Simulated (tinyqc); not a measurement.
Brillouin zone and empty-lattice bands of the fcc structure: one step. Empty-lattice levels at Gamma, K and X.

Primitive vectors a (0,1/2,1/2), a (1/2,0,1/2), a (1/2,1/2,0); one atom. Reciprocal vectors obey a_i.b_j = 2 pi delta_ij; k is given in units of 2 pi/a. Empty-lattice levels are c0 (2 pi/a)^2 |k + G|^2, c0 = hbar^2/2m0. Points: X = (1, 0, 0), L = (0.5, 0.5, 0.5), K = (0.75, 0.75, 0), W = (1, 0.5, 0), U = (1, 0.25, 0.25).

Constants: hbar^2/2m0 = 3.80998211 eV angstrom^2.

Inputs chosen for the exercise (out of a larger set: lattice near that of Au; not measured data): a = 4.093 angstrom (lattice constant).

Question. Give the five lowest values of |k + G|^2 with their degeneracy (spin not counted).

Give: a table of point, |k + G|^2, degeneracy, E (eV).

Answer.

Levels:

| point | \|k + G\|^2 | degeneracy | E (eV) |
|---|---|---|---|
| Gamma | 0.0000 | 1 | 0.000 |
| Gamma | 3.0000 | 8 | 26.935 |
| Gamma | 4.0000 | 6 | 35.914 |
| Gamma | 8.0000 | 12 | 71.827 |
| Gamma | 11.0000 | 24 | 98.762 |
| K | 1.1250 | 3 | 10.101 |
| K | 2.1250 | 2 | 19.079 |
| K | 3.1250 | 1 | 28.058 |
| K | 4.1250 | 4 | 37.036 |
| K | 5.1250 | 2 | 46.014 |
| X | 1.0000 | 2 | 8.978 |
| X | 2.0000 | 4 | 17.957 |
| X | 5.0000 | 8 | 44.892 |
| X | 6.0000 | 8 | 53.870 |
| X | 9.0000 | 10 | 80.806 |

The lowest level is 3-fold at K and 2-fold at X: as many zones meet there, and these are the lowest sets at these points on which a weak potential acts.

Program tinyqc; command `OMP_NUM_THREADS=1 python tinyqc.py 1880828 1880829 out.jsonl`; about 0.01 s on one thread of a shared Intel(R) Xeon(R) Processor @ 2.30GHz.
